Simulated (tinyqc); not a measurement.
Inside a calculation. Model: surface photovoltage measurement of the minority-carrier diffusion length in a wafer. Computed by tinyqc, a small Python program that keeps every step. Command: `OMP_NUM_THREADS=1 python tinyqc.py 3130463 3130464 out.jsonl spv walk`. One thread of a shared host (Intel(R) Xeon(R) Processor @ 2.30GHz), about 0.01 s of CPU time with the checks. Intermediate numbers are printed to about 5 digits and carried at full precision; extremes and crossings named in words are read from the listed rows.

Low injection, steady light, a depletion layer much thinner than 1/alpha and L. The excess density dn is taken at the front edge of the neutral region; light that reaches the back is lost.

Inputs (values chosen for the exercise, modelled on p-type silicon at room temperature):

| quantity | value | unit |
|---|---|---|
| diffusion length L | 790 | micrometre |
| wafer thickness W | 775 | micrometre |
| diffusivity D | 26.9 | cm^2/s |
| front recombination velocity S_f | 640 | cm/s |
| back recombination velocity S_b | 13000 | cm/s |
| photon flux entering | 1.2e+13 | 1/(cm^2 s) |
| minority density at the surface barrier scale n_0 | 9e+08 | 1/cm^3 |
| temperature T | 298 | K |
| wavelength | 904 | nm |
| relative noise of each reading | 0.2 | % |
| diffusion length after pair splitting over L | 0.42 | - |
| iron factor C | 1.03e+16 | micrometre^2/cm^3 |

Constants: k_B = 8.617333262e-05 eV/K.

## One wavelength

alpha = (84.732/lambda - 76.417)^2 per cm with lambda in micrometre (an empirical fit for silicon between 0.7 and 1.05 micrometre). Thick wafer: dn = Phi L/((S_f + D/L)(L + 1/alpha)). Finite wafer, with s = S_b L/D, w = W/L, a = alpha L: dn = [Phi a/(a^2 - 1)] [a - B - exp(-alpha W)(a - s)/(cosh w + s sinh w)]/(S_f + B D/L), B = (sinh w + s cosh w)/(cosh w + s sinh w). Photovoltage V = (k_B T/e) ln(1 + dn/n_0). Lifetime = L^2/D.

alpha = 299.74 1/cm

penetration depth 1/alpha = 33.362 micrometre

dn, thick wafer = 1.1743e+10 1/cm^3

B = 1.3079

dn, finite wafer = 1.0464e+10 1/cm^3

photovoltage V = 65.120 mV

lifetime = 232.01 microsecond

Caution: dn is not small against n_0, so V is not linear in the flux; the constant-flux reading then needs dn, not V.

## The linear plot

normal deviates g for the noise: -0.68  0.39  0.01  -1.34  -0.85  -0.13  0.48

Readings y = (Phi/dn) (1 + noise x g) at 780, 830, 880, 920, 950, 975 and 995 nm; a least-squares line y = c (1/alpha + L_app) gives L_app = intercept/slope.

Readings:

| lambda (nm) | 1/alpha (micrometre) | y (cm/s) | line (cm/s) |
|---|---|---|---|
| 780 | 9.64 | 1101.3 | 1099.0 |
| 830 | 15.18 | 1113.8 | 1110.2 |
| 880 | 25.33 | 1131.7 | 1130.7 |
| 920 | 40.66 | 1157.5 | 1161.6 |
| 950 | 61.28 | 1198.6 | 1203.2 |
| 975 | 90.92 | 1260.4 | 1263.1 |
| 995 | 130.89 | 1348.3 | 1343.7 |

slope = 2.0187 cm/(s micrometre)

apparent length L_app = 534.77 micrometre

error of L_app (rounded to 0.001) = -32.308 %

Without noise the error would be -31.8 %, from the finite thickness at W/L = 1.0. S_f scales all readings alike and leaves L_app unchanged.

## Where the wafer is too thin

No noise; L is varied at fixed W, and the last two columns set S_b to 0 and to 1e7 cm/s.

Apparent length (micrometre):

| L | W/L | given S_b | S_b = 0 | S_b = 1e7 |
|---|---|---|---|---|
| 38.8 | 19.974 | 38.80 | 3.8800e+01 | 38.80 |
| 77.5 | 10.000 | 77.50 | 7.7500e+01 | 77.50 |
| 155.0 | 5.000 | 154.91 | 1.5510e+02 | 154.89 |
| 232.0 | 3.341 | 230.25 | 2.3397e+02 | 229.92 |
| 388.0 | 1.997 | 362.29 | 4.1745e+02 | 359.55 |
| 620.0 | 1.250 | 487.06 | 7.9448e+02 | 479.05 |
| 1010.0 | 0.767 | 578.51 | 1.7559e+03 | 564.62 |
| 1630.0 | 0.475 | 624.94 | 4.0637e+03 | 607.41 |
| 3100.0 | 0.250 | 649.02 | 1.1965e+04 | 629.44 |

With a fast back surface L_app levels off, at 629 micrometre in the last row; with a passive one it reaches up to 3.86 times L among these rows and is 12000 in the last. All three columns are within 5 % of L down to W/L = 3.3.

## Iron from two lengths

Splitting iron-boron pairs in boron-doped silicon shortens L; with nothing else changing, [Fe] = C (1/L_after^2 - 1/L^2). It is evaluated with the true lengths and with the apparent ones (without noise), which differ when the wafer is not thick against L.

L_after = 331.8 micrometre

[Fe] from the true lengths = 7.7055e+10 1/cm^3

[Fe] from the apparent lengths = 6.5668e+10 1/cm^3

bias, apparent over true less 1 (rounded to 0.001) = -14.778 %

Checks made by the program: dn against a finite-difference solution (relative difference 3e-06).
